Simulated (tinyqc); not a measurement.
Minority-electron transport through the base of a bipolar transistor (Moll-Ross and Kroemer integrals): one step, computed by the program tinyqc. Command: `OMP_NUM_THREADS=1 python tinyqc.py 3016592 3016593 out.jsonl base walk`. One thread of a shared host (Intel(R) Xeon(R) Processor @ 2.30GHz), about 0.01 s of CPU time with the checks.

Low injection, one dimension, x from the emitter edge (0) to the collector edge (W), s = x/W. Recombination is treated as a small correction (valid for tau_B well below tau_n), computed from the stored charge.

Task: Profile and built-in field. N(x) = N_0 (ratio)^(-s^2); n_i(x)^2 = n_i^2 exp(s dE_g/k_B T); D(x) = (k_B T/e) mu, mu = mu_min + (mu_max - mu_min)/(1 + (N/N_ref)^0.7). Field that drives electrons towards the collector, averaged over the base: (k_B T/e) ln[N_0 n_i(W)^2/(N(W) n_i^2)]/W.

Inputs (values chosen for the exercise, modelled on GaAs):
```
quantity,value,unit
base doping at the emitter edge N_0,2.8e+18,1/cm^3
base width W,55,nm
mu_min,950,cm^2/(V s)
mu_max,7220,cm^2/(V s)
N_ref,1.2e+17,1/cm^3
temperature T,300,K
doping ratio N_0/N(W),40,-
gap narrowing across the base dE_g,25,meV
```

Base doping profile: Gaussian. Gap grading: linear. Exit of the base: infinite sink.

Constants: k_B = 8.617333262e-05 eV/K.

Give: Across the base; drift factor eta (potential drop in k_B T/e); mean built-in field.

Result:

Across the base:
```
s,N (1/cm^3),n_i(x)^2/n_i^2,D (cm^2/s),y (s/cm^5)
0.0,2.800e+18,1.000,40.7,6.887e+16
0.2,2.416e+18,1.213,42.2,4.716e+16
0.4,1.552e+18,1.472,47.7,2.209e+16
0.6,7.420e+17,1.786,60.0,6.928e+15
0.8,2.641e+17,2.168,83.8,1.455e+15
1.0,7.000e+16,2.630,120.7,2.205e+14
```

drift factor eta (potential drop in k_B T/e) = 4.656

mean built-in field = 21.88 kV/cm
